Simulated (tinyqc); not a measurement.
One-electron ion in a basis of Gaussians, step by step. One step of it, computed by the program tinyqc.

Question. Matrices over normalised Gaussians. With p = a_i + a_j and I(k) = Gamma((k+1)/2) / (2 p^((k+1)/2)): S = I(2l+2), T = (2l+3) a_i a_j S / p, V = -Z I(2l+1), each divided by sqrt(S_ii S_jj).

exponents of r^l exp(-a r^2) (1/bohr^2): 1.120000  3.398000

Z = 5

l = 0

Give: S; T; V.

Answer.

S:
```
,1,2
1,1.0000,0.8025
2,0.8025,1.0000
```

T (hartree):
```
,1,2
1,1.6800,2.0280
2,2.0280,5.0970
```

V (hartree):
```
,1,2
1,-8.4440,-9.6240
2,-9.6240,-14.7079
```
